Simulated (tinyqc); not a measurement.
Worked calculation: Hubbard ring of 4 sites. Computed by tinyqc, a small Python program that keeps every step. Settings: hopping = 1.39, U = 11.3, mixing = 0.5, iteration cap = 81. Command: `OMP_NUM_THREADS=1 python tinyqc.py 26483 26484 out.jsonl` (the two numbers bound the seeds that draw the settings). One thread of a shared host (Intel(R) Xeon(R) Processor @ 2.60GHz), about 0.2 s of CPU time with the checks. Later iterations appear only in the table of the cycle.

## Mean-field iteration 1

one-body matrix (hopping and site energies) (eV), lower triangle:
```
,1,2,3,4
1,-0.260000
2,-1.390000,0.500000
3,0.000000,-1.390000,0.370000
4,-1.390000,0.000000,-1.390000,-0.120000
```

U = 11.300000 eV

electrons, up and down: 2  2

mixing = 0.500000

n(up) at the start (a guess, not normalised): 1 0.800000, 2 0.200000, 3 0.800000, 4 0.200000

n(down) at the start (a guess): 1 0.200000, 2 0.800000, 3 0.200000, 4 0.800000

H(up) = T + U n(down), H(down) = T + U n(up); fill the lowest levels; n(new) = n + mixing (n(out) - n); E = tr T (rho up + rho down) + U sum n_up n_down of the output.

levels, up (eV): 1.251568  2.396668  9.150727  10.291038

levels, down (eV): 1.360849  2.526523  9.016155  10.186472

energy = -0.617396 eV

n(up) after iteration 1: 1 0.874426, 2 0.125609, 3 0.869975, 4 0.129991

n(down) after iteration 1: 1 0.131797, 2 0.868241, 3 0.126946, 4 0.873016

## Mean-field iteration 2

As before.

levels, up (eV): 0.605258  1.599560  9.947836  10.937346

levels, down (eV): 0.706034  1.713636  9.828985  10.841345

energy = -0.780953 eV

n(up) after iteration 2: 1 0.918025, 2 0.082013, 3 0.913275, 4 0.086687

n(down) after iteration 2: 1 0.088606, 2 0.911434, 3 0.083463, 4 0.916497

## Convergence

Each step fills the lowest levels of T + U n(other spin) and sets n(new) = n + mixing (n(out) - n); stop when output and input agree to 1e-8.

Course of the cycle:
```
iteration,E (eV),largest |n(out) - n(in)|,mean |n_up - n_down|
1,-0.61739632,1.49e-01,0.885657
2,-0.78095285,8.72e-02,0.916403
3,-0.82271097,5.07e-02,0.929738
4,-0.83405076,2.89e-02,0.936110
5,-0.83727380,1.62e-02,0.939347
6,-0.83821570,9.04e-03,0.941052
7,-0.83849540,5.02e-03,0.941967
8,-0.83857921,2.78e-03,0.942464
9,-0.83860444,1.54e-03,0.942736
10,-0.83861206,8.48e-04,0.942885
11,-0.83861437,4.68e-04,0.942966
...,...,...,...
20,-0.83861537,2.20e-06,0.943066
21,-0.83861537,1.21e-06,0.943066
22,-0.83861537,6.66e-07,0.943066
23,-0.83861537,3.67e-07,0.943066
24,-0.83861537,2.02e-07,0.943066
25,-0.83861537,1.11e-07,0.943066
26,-0.83861537,6.12e-08,0.943066
27,-0.83861537,3.37e-08,0.943066
28,-0.83861537,1.85e-08,0.943066
29,-0.83861537,1.02e-08,0.943066
30,-0.83861537,5.62e-09,0.943066
```

local moments n_up - n_down: 1 0.942972, 2 -0.942974, 3 0.943160, 4 -0.943159

Converged in 30 iterations. Before convergence this energy mixes input and output and is not variational, so it may rise towards its limit.

## Exact diagonalisation (36 states)

Lowest levels of the sector, and the double occupancy of the lowest state.

lowest levels (eV): -1.324214  -0.864749  -0.213342  -0.158663  -0.156979  0.490000

double occupancy per site = 0.031878

The mean-field solution above lies 0.4856 eV above the exact energy.

## The lowest level by Lanczos steps

From a random start vector (not printed): a_j = <q_j|H|q_j>, b_j = norm of the remainder after orthogonalising; the Ritz value is the lowest eigenvalue of the tridiagonal matrix of a and b so far.

Lanczos:
```
j,a_j (eV),b_j (eV),lowest Ritz value (eV)
1,9.982613,7.365125,9.98261320
2,9.884860,9.218804,2.56844974
3,14.651208,4.415173,-0.71589028
4,12.984953,5.826683,-1.00797167
5,11.431833,9.524502,-1.08154418
6,11.827807,4.434035,-1.23293584
7,12.517315,3.929956,-1.29718154
8,16.942453,9.275462,-1.30303148
9,7.399839,4.879122,-1.31141653
10,12.342853,4.610139,-1.31925967
```
